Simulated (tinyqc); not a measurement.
Epitaxial growth on a vicinal surface: Burton-Cabrera-Frank step flow, step-edge barrier and island nucleation. Changing the step-edge barrier E_s. Computed by tinyqc, a small Python program. Command: `OMP_NUM_THREADS=1 python tinyqc.py 3015469 3015470 out.jsonl stepflow sweep`. One thread of a shared host (Intel(R) Xeon(R) Processor @ 2.30GHz), about 0.02 s of CPU time with the checks.

Adatoms land at rate F, hop on a square grid (a simplification for hexagonal faces), desorb, or join steps. Lengths are in units of a and n is the adatom coverage. Steps ascend at x = 0 and descend at x = l.

Inputs (values chosen for the exercise, close to those used for GaN(0001)):

| quantity | value | unit |
|---|---|---|
| site spacing a | 3.19 | angstrom |
| step height h | 2.59 | angstrom |
| diffusion barrier E_d | 1.35 | eV |
| desorption energy E_a | 2.93 | eV |
| adatom formation energy E_f | 1.12 | eV |
| attempt frequency nu | 1 | THz |
| deposition rate F | 0.78 | layers/s |
| miscut angle | 0.2 | degrees |
| temperature T | 780 | C |
| critical nucleus size i | 3 | - |
| binding energy of the critical nucleus E_i | 0.8 | eV |

Constants: k_B = 8.617333262e-05 eV/K.

Method:
- D = nu exp(-E_d/(k_B T)) (a^2/s, nu counted per direction); tau = exp(E_a/(k_B T))/nu; x_s = sqrt(D tau); n_eq = exp(-E_f/(k_B T)); terrace width l = h/(a tan(miscut)); Schwoebel length l_s = exp(E_s/(k_B T)) - 1.
- Temperatures in kelvin are T(C) + 273.15.
- D n'' - n/tau + F = 0 with n(0) = n_eq and -l_s n'(l) = n(l) - n_eq. With u = n - F tau, A = n_eq - F tau, y = l/x_s, s = l_s/x_s: u = A cosh(x/x_s) + B sinh(x/x_s), B = A (1 - cosh y - s sinh y)/(sinh y + s cosh y). Flux into the ascending step J+ = D B/x_s, over the descending one J- = -(D/x_s)(A sinh y + B cosh y); step velocity J+ + J-; growth rate (J+ + J-)/l. For small y: J+ + J- = (F - n_eq/tau) l, J-/J+ = l/(l + 2 l_s).
- The coverage peaks where n' = 0, tanh(x/x_s) = -B/A.

One run for each value:

| step-edge barrier E_s (eV) | J- (atoms per step site and s) | J+ (atoms per step site and s) | peak coverage | position of the peak (a) | Schwoebel length l_s (a) |
|---|---|---|---|---|---|
| 0.00 | 90.70 | 90.7 | 0.01523 | 116.3 | 0 |
| 0.05 | 90.41 | 91.0 | 0.01532 | 116.7 | 7.349e-01 |
| 0.10 | 89.92 | 91.5 | 0.01549 | 117.3 | 2.010e+00 |
| 0.15 | 89.08 | 92.3 | 0.01577 | 118.4 | 4.222e+00 |
| 0.20 | 87.66 | 93.7 | 0.01626 | 120.2 | 8.059e+00 |
| 0.40 | 67.25 | 114.1 | 0.02411 | 146.4 | 8.107e+01 |
| 0.50 | 44.07 | 137.3 | 0.03489 | 176.1 | 2.460e+02 |

Give the missing row, step-edge barrier E_s (eV) = 0.30.

Computed row; columns: (1) step-edge barrier E_s (eV); (2) J- (atoms per step site and s); (3) J+ (atoms per step site and s); (4) peak coverage; (5) position of the peak (a); (6) Schwoebel length l_s (a):
```
(1)     (2)   (3)      (4)    (5)        (6)
0.30  81.49  99.9  0.01847  128.1  2.627e+01
```

Interpolating between the two neighbouring rows (linearly) misses most in Schwoebel length l_s (a), by 70 %. Over the rows, J- (atoms per step site and s) falls from 90.7 to 44.1; J+ (atoms per step site and s) rises from 90.7 to 137; peak coverage rises from 0.0152 to 0.0349. The barrier matters once l_s is comparable with l; in the limit the descending step reflects, the peak moves to x = l and the excess coverage is four times as large when desorption is weak.

Caution (all rows): twice the distance from the ascending step to the coverage peak exceeds the expected island spacing [0.25 (F/D)^(i/(i+2)) exp(E_i/((i+2) k_B T))]^(-1/2) by 40 % or more, so islands nucleate and the step-flow values are formal.

Extremes, crossings and ranges named in words are read from the listed rows.
